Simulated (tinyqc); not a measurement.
Inside a calculation. Method: UHF in the sto-6g basis, for H4, spin multiplicity 3. This run ends on a higher stationary point, not on the lowest solution. One step of it, computed by the program tinyqc.

Task: Iteration 2: building the Fock matrix. J_ij = sum D_kl (ij|kl) with D = D(alpha) + D(beta), K_ij = sum D_kl (ik|jl) for each spin; F = H + J - K(s); E = tr D H + tr D J / 2 - 0.5 sum_s tr D(s) K(s) + E_nn.

D(alpha) after iteration 1:
```
           1H 1s      2H 1s      3H 1s      4H 1s
1H 1s   0.905811  -0.004067  -0.364944   0.250389
2H 1s  -0.004067   0.514346   0.317289  -0.364411
3H 1s  -0.364944   0.317289   0.515748  -0.005015
4H 1s   0.250389  -0.364411  -0.005015   0.906656
```

D(beta) after iteration 1:
```
          1H 1s     2H 1s     3H 1s     4H 1s
1H 1s  0.035627  0.098018  0.097881  0.035483
2H 1s  0.098018  0.269671  0.269293  0.097621
3H 1s  0.097881  0.269293  0.268916  0.097484
4H 1s  0.035483  0.097621  0.097484  0.035339
```

core Hamiltonian H = T + V (hartree):
```
           1H 1s      2H 1s      3H 1s      4H 1s
1H 1s  -1.272492  -0.692468  -0.128749  -0.014859
2H 1s  -0.692468  -1.568270  -0.772227  -0.128520
3H 1s  -0.128749  -0.772227  -1.568029  -0.691458
4H 1s  -0.014859  -0.128520  -0.691458  -1.272065
```

Two-electron integrals (ij|kl) in chemists' order, unique and non-zero (hartree):
```
(11|11) 0.774999   (21|11) 0.224150   (21|21) 0.089367   (22|11) 0.415692
(22|21) 0.224150   (22|22) 0.774999   (31|11) 0.026804   (31|21) 0.011962
(31|22) 0.035286   (31|31) 0.001907   (32|11) 0.118678   (32|21) 0.064033
(32|22) 0.235920   (32|31) 0.012453   (32|32) 0.097850   (33|11) 0.221780
(33|21) 0.114937   (33|22) 0.424576   (33|31) 0.026804   (33|32) 0.235920
(33|33) 0.774999   (41|11) 0.002322   (41|21) 0.001066   (41|22) 0.003266
(41|31) 0.000186   (41|32) 0.001302   (41|33) 0.003267   (41|41) 0.000020
(42|11) 0.014687   (42|21) 0.007544   (42|22) 0.026752   (42|31) 0.001551
(42|32) 0.012430   (42|33) 0.035221   (42|41) 0.000186   (42|42) 0.001901
(43|11) 0.068355   (43|21) 0.033349   (43|22) 0.114760   (43|31) 0.007547
(43|32) 0.063931   (43|33) 0.223790   (43|41) 0.001065   (43|42) 0.011924
(43|43) 0.089113   (44|11) 0.147279   (44|21) 0.068432   (44|22) 0.221687
(44|31) 0.014708   (44|32) 0.118615   (44|33) 0.415419   (44|41) 0.002322
(44|42) 0.026752   (44|43) 0.223790   (44|44) 0.774999
```

nuclear repulsion = 1.91686709 hartree

Give: Coulomb J; exchange K(alpha); exchange K(beta); F(alpha); F(beta); total energy of this density.

Result:

Coulomb J (hartree):
```
        1H 1s   2H 1s   3H 1s   4H 1s
1H 1s  1.5414  0.6297  0.1043  0.0112
2H 1s  0.6297  1.8498  0.7197  0.1041
3H 1s  0.1043  0.7197  1.8496  0.6287
4H 1s  0.0112  0.1041  0.6287  1.5411
```

exchange K(alpha) (hartree):
```
        1H 1s   2H 1s   3H 1s   4H 1s
1H 1s  0.7356  0.3067  0.0347  0.0098
2H 1s  0.3067  0.6171  0.3454  0.0347
3H 1s  0.0347  0.3454  0.6175  0.3062
4H 1s  0.0098  0.0347  0.3062  0.7358
```

exchange K(beta) (hartree):
```
        1H 1s   2H 1s   3H 1s   4H 1s
1H 1s  0.1083  0.1627  0.1013  0.0353
2H 1s  0.1627  0.4303  0.3141  0.1011
3H 1s  0.1013  0.3141  0.4294  0.1620
4H 1s  0.0353  0.1011  0.1620  0.1076
```

F(alpha) (hartree):
```
         1H 1s    2H 1s    3H 1s    4H 1s
1H 1s  -0.4666  -0.3695  -0.0592  -0.0134
2H 1s  -0.3695  -0.3355  -0.3980  -0.0591
3H 1s  -0.0592  -0.3980  -0.3360  -0.3690
4H 1s  -0.0134  -0.0591  -0.3690  -0.4668
```

F(beta) (hartree):
```
         1H 1s    2H 1s    3H 1s    4H 1s
1H 1s   0.1607  -0.2255  -0.1258  -0.0390
2H 1s  -0.2255  -0.1488  -0.3667  -0.1255
3H 1s  -0.1258  -0.3667  -0.1478  -0.2247
4H 1s  -0.0390  -0.1255  -0.2247   0.1615
```

total energy of this density = -1.910717 hartree
